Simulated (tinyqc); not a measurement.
Pariser-Parr-Pople SCF with singles CI, for the molecule NC(C=O)=CC=O (SMILES; centres numbered as the heavy atoms are written), step by step. One step of it, computed by the program tinyqc.

Task: Singles CI, triplets. Over the 9 single excitations with the smallest orbital gaps: A = (e_a - e_i) delta - (ij|ab), with (pq|rs) = sum c_mp c_mq gamma_mn c_nr c_ns.

orbital energies (eV): [-16.294916, -14.288302, -13.579546, -10.518872, -2.857012, 0.122080, 1.908855]

coefficients, order 1N, 2C, 3C, 4O, 5C, 6C, 7O:
```
[[0.389024, -0.134546, -0.524840, 0.619942, -0.343185, 0.150525, -0.174180],
 [0.593105, -0.148916, -0.297673, -0.216575, 0.418305, -0.347174, 0.441620],
 [0.411349, 0.327905, 0.159977, -0.026414, 0.473216, 0.611771, -0.314297],
 [0.397675, 0.609126, 0.418246, 0.137522, -0.390302, -0.326872, 0.133404],
 [0.350270, -0.302066, 0.043659, -0.593894, -0.392395, -0.075012, -0.521393],
 [0.177141, -0.402225, 0.370349, -0.020227, -0.300427, 0.517668, 0.557703],
 [0.124359, -0.477636, 0.544377, 0.442762, 0.294528, -0.319525, -0.274175]]
```

repulsion gamma_rs (eV), order 1N, 2C, 3C, 4O, 5C, 6C, 7O:
```
[[16.800000, 8.280389, 5.464573, 4.895942, 5.463102, 4.825330, 3.351926],
 [8.280389, 11.130000, 7.554960, 5.412997, 7.551992, 5.239133, 3.727814],
 [5.464573, 7.554960, 11.130000, 8.102793, 5.239133, 3.670500, 2.896283],
 [4.895942, 5.412997, 8.102793, 15.200000, 3.727726, 2.896337, 2.331441],
 [5.463102, 7.551992, 5.239133, 3.727726, 11.130000, 7.554960, 5.412820],
 [4.825330, 5.239133, 3.670500, 2.896337, 7.554960, 11.130000, 8.104285],
 [3.351926, 3.727814, 2.896283, 2.331441, 5.412820, 8.104285, 15.200000]]
```

Give: triplet CI matrix; triplet excitation energies.

Result:

triplet CI matrix (eV), order 4>5, 4>6, 3>5, 2>5, 4>7, 1>5, 3>6, 2>6, 3>7:
```
[[1.2194, 0.9249, 0.4573, -0.3379, -0.8801, 0.0970, 0.0871, -0.5645, 0.7332],
 [0.9249, 4.8086, 0.0871, -0.5645, -0.2011, 0.0031, -0.0991, -0.1732, -0.7329],
 [0.4573, 0.0871, 4.5513, -0.6893, 0.7332, 0.3460, 0.5761, -1.5738, -0.0451],
 [-0.3379, -0.5645, -0.6893, 5.2627, -0.3481, -0.1694, -1.5738, -0.3669, -0.3506],
 [-0.8801, -0.2011, 0.7332, -0.3481, 5.6405, 0.1999, -0.7329, 0.5166, 0.0047],
 [0.0970, 0.0031, 0.3460, -0.1694, 0.1999, 6.4661, -0.4915, -1.3313, 0.7693],
 [0.0871, -0.0991, 0.5761, -1.5738, -0.7329, -0.4915, 7.7027, -0.2537, -0.2647],
 [-0.5645, -0.1732, -1.5738, -0.3669, 0.5166, -1.3313, -0.2537, 8.1245, 1.8096],
 [0.7332, -0.7329, -0.0451, -0.3506, 0.0047, 0.7693, -0.2647, 1.8096, 9.3529]]
```

triplet excitation energies (eV): [0.6614, 3.3188, 3.7487, 5.2189, 5.4741, 6.3872, 8.6155, 8.7301, 10.9741]
